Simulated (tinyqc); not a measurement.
From results back to parameters: valley splitting in a one-orbital chain of atomic planes (second-neighbour model). Four cases, with inputs chosen for the exercise.

Problem. For E(phi) = e0 + 2 v cos(phi) + 2 u cos(2 phi) with u, v > 0 and planes a/4 apart, the heights of the band at phi = 0 and phi = pi above its minimum were computed from hidden u and v; c = hbar^2/2m0.

Constants: hbar^2/2m0 = 3.80998211 eV angstrom^2.

Case 1.

Values chosen (out of a larger set: near those of the Delta valleys of silicon; abrupt walls in this chain split the valleys several times more than measured wells; not measured data): a = 5.429 angstrom (lattice constant; planes lie a/4 apart).

E(0) - Emin = 4.117629 eV
E(pi) - Emin = 1.249629 eV

Case 2.

Values chosen (out of a larger set: near those of the Delta valleys of silicon; abrupt walls in this chain split the valleys several times more than measured wells; not measured data): a = 5.435 angstrom (lattice constant; planes lie a/4 apart).

E(0) - Emin = 3.563186 eV
E(pi) - Emin = 1.447186 eV

Case 3.

Values chosen (out of a larger set: near those of the Delta valleys of silicon; abrupt walls in this chain split the valleys several times more than measured wells; not measured data): a = 5.429 angstrom (lattice constant; planes lie a/4 apart).

E(0) - Emin = 3.545923 eV
E(pi) - Emin = 1.629923 eV

Case 4.

Values chosen (out of a larger set: near those of the Delta valleys of silicon; abrupt walls in this chain split the valleys several times more than measured wells; not measured data): a = 5.424 angstrom (lattice constant; planes lie a/4 apart).

E(0) - Emin = 3.708728 eV
E(pi) - Emin = 1.208728 eV

Find: u, v; phi0; mass at the minimum.

Solution. E - Emin = 4u (cos(phi) + v/(4u))^2. The difference of the two heights is 4v, and for v < 4u the sum of their square roots is 4 sqrt(u). The mass is (2c)/((a/4)^2 (8u - v^2/(2u))).

Case 1.

u, v (eV): 0.619  0.717

phi0 = 1.8646 rad
mass at the minimum = 0.912 m0

Case 2.

u, v (eV): 0.597  0.529

phi0 = 1.7942 rad
mass at the minimum = 0.909 m0

Case 3.

u, v (eV): 0.624  0.479

phi0 = 1.7639 rad
mass at the minimum = 0.860 m0

Case 4.

u, v (eV): 0.572  0.625

phi0 = 1.8475 rad
mass at the minimum = 0.979 m0

Computed by tinyqc, one run a case: `OMP_NUM_THREADS=1 python tinyqc.py N N+1 out.jsonl` with N = 1450830, 1450879, 1450881, 1450901; one thread of a shared Intel(R) Xeon(R) Processor @ 2.30GHz, about 0.01 s a run at most.
